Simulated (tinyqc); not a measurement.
# p-type polysilicon, carrier trapping at grain boundaries: effect of the grain size

One-dimensional grains of size Lg, uniform ionised doping N, monovalent traps Qt at each boundary at a depth Et below (for electrons) or above (for holes) the band edge there, abrupt depletion of width W on each side of a boundary, Boltzmann statistics. xi is the distance from the band edge at the grain centre to the Fermi level. Trapped charge Qt/(1 + exp((xi + VB - Et)/Vt)) = 2 N W, barrier VB = q N W^2/(2 eps0 eps_r).

If the trap equation with xi = Vt ln(NB/N) has a root W < Lg/2, the grain is partly depleted; otherwise W = Lg/2 and the trap equation gives xi = Et - VB + Vt ln(Qt/(N Lg) - 1). N* = Qt/Lg. n0 = NB exp(-xi/Vt); mean density n0 (1 - 2 W/Lg) by charge balance in a partly depleted grain, and n0 (sqrt(pi)/2) erf(u)/u with u = sqrt(VB/Vt) in a fully depleted one; v = sqrt(kB T/(2 pi ms m0)); barrier resistivity Vt exp(VB/Vt)/(q fe n0 v Lg); grain resistivity (1 - 2 W/Lg)/(q n0 mug); effective mobility 1/(q mean density total resistivity). Rows with xi above 0.45 V, towards mid-gap, are left out, since the other carrier type is ignored.

Inputs (values chosen for the exercise); values of the order met in polycrystalline silicon: temperature T = 250 K; relative permittivity eps_r = 11.7; valence-band density of states at T NB = 2.02e19 cm^-3; trap density of a grain boundary Qt = 7.4e11 cm^-2; depth of the trap level from the majority band edge at the boundary Et = 0.35 eV; mass for thermionic emission ms = 0.53 m0; correction factor of the emission rate fe = 0.5; mobility inside the grains mug = 130 cm^2/(V s); doping N = 2.2e17 cm^-3.

Constants: q = 1.602176634e-19 C, kB = 1.380649e-23 J/K, m0 = 9.1093837015e-31 kg, Vt = kB T/q, eps0 = 8.8541878128e-14 F/cm where lengths are in cm. Results are converted to the units shown.

Effect of the grain size:
columns A: Lg (nm); B: N/N*; C: depleted share 2 W/Lg; D: VB (V); E: xi (V); F: mean density (cm^-3); G: resistivity (ohm cm); H: effective mobility (cm^2/(V s))
```
A         B        C         D        E         F        G      H
10   0.2973    1.000  0.004253   0.3643  8.590e11  1.061e5  68.52
17   0.5054    1.000   0.01229   0.3372  2.693e12  2.583e4  89.72
31   0.9216    1.000   0.04087   0.2560  8.502e13     1231  59.64
53    1.576   0.6346   0.04811  0.09737  8.039e16   0.7177  108.2
94    2.795   0.3578   0.04811  0.09737  1.413e17   0.4999  88.38
160   4.757   0.2102   0.04811  0.09737  1.738e17   0.3837  93.62
290   8.622   0.1160   0.04811  0.09737  1.945e17   0.3095  103.7
500   14.86  0.06727   0.04811  0.09737  2.052e17   0.2712  112.2
```

As Lg goes from 10 to 500, VB rises from 0.00425 to 0.0481 V, the resistivity falls from 1.06e5 to 0.271 ohm cm and the effective mobility moves up and down between 59.6 and 112 cm^2/(V s). For Lg = 10, 17 VB is below Vt, where abrupt depletion and thermionic emission are rough. For Lg = 53 the grain is near the changeover between partial and full depletion, within a few Debye lengths, where both limits are rough.

Computed by the program tinyqc: `OMP_NUM_THREADS=1 python tinyqc.py 2830030 2830031 out.jsonl`, one thread of a shared Intel Xeon 2.30GHz, about 0.01 s for the whole run.
